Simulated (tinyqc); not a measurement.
On-chip power grid, static voltage drop by conjugate gradients: one step of the calculation.

A grid of 3 rows and 3 columns, node k = 3 row + column. Neighbours in a row are joined by Rx, in a column by Ry; pad nodes, which reach the supply through Rp: 0. Each node draws I0, node 2 draws kh I0. The drops u = Vdd - V solve G u = i, with G the conductance matrix (1/Rp added on the diagonal at pad nodes).

Problem. Worst drop, pad currents and power lost. Pad current u/Rp; worst drop as a share of Vdd; power lost in the grid and pads sum_k i_k u_k; power delivered sum_k i_k (Vdd - u_k).

Values chosen for this exercise:
```
symbol  value  unit                                   meaning
Vdd         1     V                            supply voltage
Rp       0.56   ohm  resistance from a pad node to the supply
I0        1.6    mA          load current of an ordinary node
kh          5              factor on the load at the hot node
```

converged u (mV):
```
           col 0      col 1      col 2
row 0  11.648000  13.399579  14.520889
row 1  13.298526  13.867415  14.322526
row 2  13.917942  14.157474  14.373053
```

Find: worst drop; share of Vdd; pad currents; power lost; power delivered.

Solution.

worst drop = 14.521 mV
share of Vdd = 1.4521 %
pad currents (mA): node 0 20.800
power lost = 0.29054 mW
power delivered = 20.509 mW

The pad currents add up to the total load, 20.80 mA. The worst drop is at node 2; the hot node is 2.

tinyqc, about 0.08 s, one thread, Intel Xeon 2.30GHz (shared host): `OMP_NUM_THREADS=1 python tinyqc.py 2770191 2770192 out.jsonl`
